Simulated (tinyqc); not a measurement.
Read current of a NAND string, cells in series solved by shooting: one step of the calculation.

Cells in series, numbered from 0 at the source line (0 V) to the bit line, each followed by a gap resistance Rg. A cell with gate Vg, threshold VT, source Vs and drain Vd passes I = 2 nf K Vt^2 [F(Vs) - F(Vd)]/(1 + th max(Vg - VT, 0)), F(V) = ln^2(1 + exp((Vg - VT - nf V)/(2 nf Vt))). The selected cell has Vg = Vr, the others Vg = Vp.

Task. Node voltages for a trial current. For a trial current I start at 0 V and, cell by cell (the selected one is cell 3), solve for the drain: sqrt(F(Vd)) = sqrt(F(Vs) - I/k), k = 2 nf K Vt^2/(1 + th max(Vg - VT, 0)), Vd = [Vg - VT - 2 nf Vt ln(exp(sqrt F) - 1)]/nf, then add I Rg.

Inputs (values chosen for the exercise); values of the order met in vertical NAND strings:
- T = 300 K (temperature)
- K = 3.7 uA/V^2 (gain factor of a cell)
- nf = 2.3 (slope factor)
- th = 0.16 1/V (mobility reduction factor)
- Rg = 11 kohm (resistance of the gap between cells)
- Vbl = 0.5 V (bit-line voltage)
- Vp = 6 V (pass voltage)
- Vr = 3.14 V (read voltage on the selected word line)

Constants: q = 1.602176634e-19 C, kB = 1.380649e-23 J/K, Vt = kB T/q. Results are converted to the units shown.

first trial current = 0.13 uA
thresholds from the source end, cell 0 to 4 (V): [4.5, 4.5, 4.5, 2.1, 4.5]

Wanted: node voltage after each cell and gap, trial 1.

Result.

node voltage after each cell and gap, trial 1, cell 0 to 4 (V): [0.031152, 0.063873, 0.098435, 0.15454, 0.19562]

Program tinyqc, `OMP_NUM_THREADS=1 python tinyqc.py 2142190 2142191 out.jsonl`; Intel Xeon 2.30GHz, shared host, one thread, about 0.4 s.
